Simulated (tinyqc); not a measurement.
The product rho l across metals: free and nearly free electrons in a metal.

Constants: hbar^2/2m0 = 3.80998211 eV angstrom^2; hbar = 6.58211957e-16 eV s.

Free electrons with m = 1; fcc cells hold 4 atoms and bcc cells 2; n = atoms z/a^3, kF = (3 pi^2 n)^(1/3), rho l = hbar kF/(n e^2), e = 1.602176634e-19 C. Inputs are chosen for the exercise.

Results:

| case | lattice | a (angstrom) | z | rho (micro-ohm cm) | kF (1/angstrom) | EF (eV) | l (nm) | rho l (1e-16 ohm m^2) |
|---|---|---|---|---|---|---|---|---|
| near K | bcc | 5.255 | 1 | 6.98 | 0.742 | 2.10 | 31.7 | 22.11 |
| near Cu | fcc | 3.635 | 1 | 1.54 | 1.351 | 6.95 | 43.3 | 6.66 |
| near Al | fcc | 4.019 | 3 | 2.42 | 1.762 | 11.83 | 16.2 | 3.92 |
| near Ca | fcc | 5.627 | 2 | 3.29 | 1.100 | 4.61 | 30.6 | 10.06 |
| near Li | bcc | 3.509 | 1 | 9.97 | 1.111 | 4.70 | 9.9 | 9.86 |
| near Au | fcc | 4.093 | 1 | 2.07 | 1.200 | 5.48 | 40.8 | 8.45 |

rho l falls as n^(-2/3): it is lowest for the case near Al and highest for near K. The lowest bulk rho belongs to near Cu; in very narrow wires, where rho l rules, the order changes. Real Fermi surfaces depart from spheres, most for the polyvalent and noble metals.

Computed by tinyqc, a small Python program: `OMP_NUM_THREADS=1 python tinyqc.py 1650208 1650209 out.jsonl` (the numbers bound the seed that draws the inputs); one thread of a shared host (Intel(R) Xeon(R) Processor @ 2.30GHz), about 0.01 s for the whole set of steps.
